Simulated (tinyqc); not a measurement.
Which input was changed? Model: lateral field, substrate current, probability of reaching the oxide barrier and hot-carrier lifetime of a silicon transistor (pseudo-two-dimensional and lucky-electron models). Computed by tinyqc, a small Python program. Command: `OMP_NUM_THREADS=1 python tinyqc.py 3017789 3017790 out.jsonl hotcar which`. One thread of a shared host (Intel(R) Xeon(R) Processor @ 2.30GHz), about 0.04 s of CPU time with the checks.

Local-field models: a lucky carrier gains its energy at the peak field over a path free of collisions. Voltages are magnitudes.

Inputs (values chosen for the exercise, modelled on a silicon n-channel):
```
quantity                                value                      unit
channel length L                          410                        nm
oxide thickness t                         8.4                        nm
junction depth x_j                         75                        nm
mobility mu                               410                cm^2/(V s)
saturation velocity v_s                  0.91                  1e7 cm/s
threshold voltage V_T                     0.4                         V
gate voltage V_G                          2.3                         V
drain voltage V_D                           4                         V
ionisation prefactor A_i              1.9e+06                      1/cm
ionisation field B_i                     1.63                     MV/cm
hot-carrier mean free path lambda         7.8                        nm
oxide barrier phi_b                       3.1                        eV
interface-trap threshold phi_it           3.8                        eV
lifetime constant H                         7  s microampere/micrometre
length of the depleted extension L_n       45                        nm
```

Drain: lightly doped extension.

Constants: eps_0 = 8.8541878128e-12 F/m.

Method:
- C_ox = 3.9 eps_0/t; F_sat = 2 v_s/mu; V_Dsat = V_ov F_sat L/(V_ov + F_sat L), V_ov = V_G - V_T; I_D/W = C_ox v_s (V_ov - V_Dsat).
- Scale length l = 0.22 t^(1/3) x_j^(1/2) (all in cm); F_m = sqrt(((V_D - V_Dsat)/l_e)^2 + F_sat^2), with l_e = l + L_n; length of the velocity-saturated region l_e ln((V_D - V_Dsat)/(l_e F_sat) + F_m/F_sat).
- Substrate current I_sub/I_D = (A_i/B_i)(V_D - V_Dsat) exp(-B_i/F_m); probability of reaching the oxide barrier exp(-phi_b/(e lambda F_m)); lifetime tau = (H/(I_D/W)) exp(phi_it/(e lambda F_m)).
- V_10 solves tau = 3.156e8 s at the given V_G. The extrapolation fits ln(tau) against 1/V_D at 1, 1.08, 1.16 and 1.25 times the given V_D (rounded to 3 digits) by least squares and reads off the same tau.

Problem. One of these inputs alone was changed, within the range given: gate voltage V_G (1.15 to 4.6); drain voltage V_D (2 to 8); length of the depleted extension L_n (22.5 to 90); threshold voltage V_T (0.2 to 0.8). Which one, and to what value?

Results:
```
run     lifetime tau (s)  ten-year drain voltage V_10 (V)  drain current I_D/W (microampere/micrometre)
before            169234                         2.990303                                      363.0277
after            1375869                         3.267501                                      363.0277
```

Solution.

Each candidate set to reproduce lifetime tau, and what it then gives:
```
candidate                                  range searched  value needed  ten-year drain voltage V_10 (V)  drain current I_D/W (microampere/micrometre)
gate voltage V_G (V)                          1.15 to 4.6  out of reach                                -                                             -
drain voltage V_D (V)                              2 to 8         3.636                           2.9903                                        363.03
length of the depleted extension L_n (nm)      22.5 to 90         58.70                           3.2675                                        363.03
threshold voltage V_T (V)                      0.2 to 0.8  out of reach                                -                                             -
```

Only length of the depleted extension L_n fits every result: it went from 45 to 58.7 nm. The next best candidate, drain voltage V_D, misses one result by 8.5 %.
